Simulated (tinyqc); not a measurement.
Geometry optimisation on the LDA (VWN5)/sto-3g surface (energies and gradients from PySCF), for H4, spin multiplicity 1, step by step. One step of it, computed by the program tinyqc.

Task: Step 2: move. Steepest descent, p = -g / 0.6; steps longer than 0.5 bohr are cut back.

positions after step 1 (bohr):
```
,x,y,z
1H,-0.029017,-0.103692,-0.020848
2H,0.015402,-0.054536,1.306710
3H,-0.009104,-0.046205,3.406175
4H,-0.084995,-0.005326,4.743366
```

gradient (hartree/bohr):
```
,x,y,z
1H,0.00081911,0.00143637,0.04941749
2H,-0.00142611,-0.00080823,0.00275846
3H,-0.00101155,0.00041766,-0.00911733
4H,0.00161856,-0.00104580,-0.04305861
```

Give: positions after step 2.

Result:

positions after step 2 (bohr):
```
,x,y,z
1H,-0.0304,-0.1061,-0.1032
2H,0.0178,-0.0532,1.3021
3H,-0.0074,-0.0469,3.4214
4H,-0.0877,-0.0036,4.8151
```
